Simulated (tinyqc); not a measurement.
Bias-temperature instability from a Gaussian distribution of capture and emission barriers. Changing the oxide field F. Computed by tinyqc, a small Python program. Command: `OMP_NUM_THREADS=1 python tinyqc.py 3024841 3024842 out.jsonl bti sweep`. One thread of a shared host (Intel(R) Xeon(R) Processor @ 2.30GHz), about 0.02 s of CPU time with the checks.

Each trap has a capture time tau_0 exp(E_c/(k_B T)) under stress and an emission time tau_0 exp(E_e/(k_B T)) after it. E_c is Gaussian, and E_e = E_c + d with d Gaussian and independent. A trap counts as filled once t_s exceeds its capture time and as emptied once t_r exceeds its emission time.

Inputs (values chosen for the exercise, for a model p-channel transistor):
```
quantity                                 value        unit
shift with all traps filled V_max          260          mV
mean capture barrier at zero field mu_c   1.72          eV
spread of capture barriers sigma_c        0.26          eV
lowering of mu_c per field k_F           0.057  eV/(MV/cm)
time constant tau_0                      1e-09           s
temperature T                               60           C
stress time t_s                           3000           s
failure criterion                           50          mV
```

Constants: k_B = 8.617333262e-05 eV/K.

Method:
- Demarcation energies E_s = k_B T ln(t_s/tau_0), E_r = k_B T ln(t_r/tau_0); mean barrier mu = mu_c - k_F F; z = (E_s - mu)/sigma_c; Phi is the standard normal distribution.
- Temperatures in kelvin are T(C) + 273.15.
- Shift without recovery dV0 = V_max Phi(z); local time exponent n = d ln dV0/d ln t_s = (k_B T/sigma_c) exp(-z^2/2)/(sqrt(2 pi) Phi(z)); apparent activation energy n E_s.
- Solve V_max Phi(z) = criterion for t_s; the power-law extrapolation from the stress point is t_s (criterion/dV0)^(1/n); 1 year = 3.15576e7 s.

One run for each value:
```
oxide field F (MV/cm)  shift without recovery dV0 (mV)  time exponent n  log10 of the lifetime in s        z
3                                                0.695          0.34058                      11.013  -2.7854
4                                                1.337          0.31835                      10.151  -2.5662
5                                                2.461          0.29634                       9.289  -2.3470
6                                                4.337          0.27459                       8.426  -2.1277
7                                                7.322          0.25313                       7.564  -1.9085
8                                               11.852          0.23200                       6.702  -1.6893
9                                               18.402          0.21126                       5.839  -1.4700
10                                              27.430          0.19097                       4.977  -1.2508
```

What does the table show, and why?

Over the rows, shift without recovery dV0 (mV) rises from 0.695 to 27.4 (exponent d ln y / d ln x 2.3 between the first rows and 3.8 between the last); time exponent n falls from 0.341 to 0.191 (exponent d ln y / d ln x -0.23 between the first rows and -0.96 between the last); log10 of the lifetime in s falls from 11.0 to 4.98. The lifetime is exactly exponential in the field, 0.86 decades per MV/cm; the shift at fixed time follows the Gaussian tail and grows ever more slowly on a logarithmic scale.
